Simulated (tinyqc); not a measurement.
Modes across the composition range: two-mode optical phonons of a ternary alloy from two coupled oscillators. Computed by tinyqc, a small Python program. Command: `OMP_NUM_THREADS=1 python tinyqc.py 3012058 3012059 out.jsonl twomode walk`. One thread of a shared host (Intel(R) Xeon(R) Processor @ 2.30GHz), about 0.01 s of CPU time with the checks.

An alloy A(x)B(1-x)C has an A-C and a B-C bond oscillator. Each TO frequency moves linearly from the impurity mode (dilute end) to the TO of the pure crystal; each strength is proportional to the number of bonds.

Inputs (values chosen for the exercise, for a model alloy):
```
quantity,value,unit
omega_TO of pure AC,736,1/cm
omega_LO of pure AC,777,1/cm
omega_TO of pure BC,468,1/cm
omega_LO of pure BC,570,1/cm
eps_inf of AC,7.24,-
eps_inf of BC,9.69,-
impurity mode of A in BC,747,1/cm
impurity mode of B in AC,464,1/cm
```

Method:
- omega_1 = (impurity mode of A) + x (omega_TO,AC - impurity mode of A); omega_2 = (impurity mode of B) + (1 - x)(omega_TO,BC - impurity mode of B); eps_inf = x eps_AC + (1 - x) eps_BC; strengths W_1 = x eps_AC (omega_LO,AC^2 - omega_TO,AC^2), W_2 = (1 - x) eps_BC (omega_LO,BC^2 - omega_TO,BC^2).
- eps(omega) = eps_inf + W_1/(omega_1^2 - omega^2) + W_2/(omega_2^2 - omega^2) = 0 is the eigenproblem of the matrix [[omega_1^2 + W_1/eps_inf, sqrt(W_1 W_2)/eps_inf], [sqrt(W_1 W_2)/eps_inf, omega_2^2 + W_2/eps_inf]] for omega_LO^2.
- The polar coupling of mode j is c_j = (u_j . sqrt(W))^2/(eps_inf^2 omega_j^2), u_j its eigenvector and omega_j here its LO frequency; the c_j add up to 1/eps_inf - 1/eps_s. Froehlich constant alpha_j = (e^2/(4 pi eps_0)) c_j k_j/(2 E_j), E_j = h c omega_j, k_j = sqrt(m* E_j/(hbar^2/(2 m_0))).

Frequencies (1/cm):
```
x,"TO, A-C","TO, B-C",lower LO,upper LO,coupling share of the upper LO,eps_s
0.02,746.78,467.92,568.18,747.68,0.01070,14.249
0.10,745.90,467.60,560.83,750.34,0.05222,13.749
0.20,744.80,467.20,551.49,753.55,0.10239,13.122
0.35,743.15,466.60,537.07,758.18,0.17812,12.180
0.50,741.50,466.00,521.98,762.65,0.26152,11.236
0.65,739.85,465.40,506.02,767.02,0.36552,10.289
0.80,738.20,464.80,488.96,771.31,0.51919,9.339
0.90,737.10,464.40,476.84,774.16,0.68789,8.705
0.98,736.22,464.08,466.63,776.43,0.91709,8.196
```

What does the comparison show, and why?

The upper LO moves from 747.7 to 776.4 and the lower from 568.2 to 466.6 per cm. At each dilute end one LO-TO pair closes onto an impurity mode. The upper LO shifts by +0.29 per cm for each per cent of x near the middle, which is how Raman spectra measure composition. Its share of the polar coupling passes one half between x = 0.65 and 0.8.
